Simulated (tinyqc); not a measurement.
## Offset from the accumulated charge

Problem. Layer 1 (x < 0) accumulates electrons and layer 2 (x > 0) is depleted. Boltzmann statistics. Sheet densities from the first integral: Q1 = sqrt((2 eps0 eps_r Vt N1/q)(exp(u1) - u1 - 1)) extra electrons, Q2 = sqrt((2 eps0 eps_r Vt N2/q)(exp(-u2) + u2 - 1)) missing ones, u = V/Vt; neutrality Q1 = Q2 + si. V1 + V2 = dE + Vt ln[(N2/Nc2)/(N1/Nc1)]. Find V1, V2 and dE.

Values chosen for this exercise; values of the order of III-V alloys:
```
symbol,value,unit,meaning
T,300,K,temperature
eps_r,12.2,,relative permittivity of both layers
Nc1,5.2e17,cm^-3,density of states of the narrow-gap layer 1
Nc2,7.1e17,cm^-3,density of states of the wide-gap layer 2
N1,1.3e16,cm^-3,donor density in layer 1
N2,5.5e16,cm^-3,donor density in layer 2
si,0,cm^-2,fixed charge at the interface
```

Constants: q = 1.602176634e-19 C, kB = 1.380649e-23 J/K, Vt = kB T/q, eps0 = 8.8541878128e-14 F/cm where lengths are in cm. Results are converted to the units shown.

Q1 = 2.4440899e11 cm^-2

Answer. Each sheet density rises steadily with its bending, so Q1 fixes V1 and Q2 = Q1 - si fixes V2.

V1 = 0.07327 V
V2 = 0.1060 V
dE = 0.1500 eV

Program tinyqc, `OMP_NUM_THREADS=1 python tinyqc.py 2410043 2410044 out.jsonl`; Intel Xeon 2.30GHz, shared host, one thread, about 0.07 s.
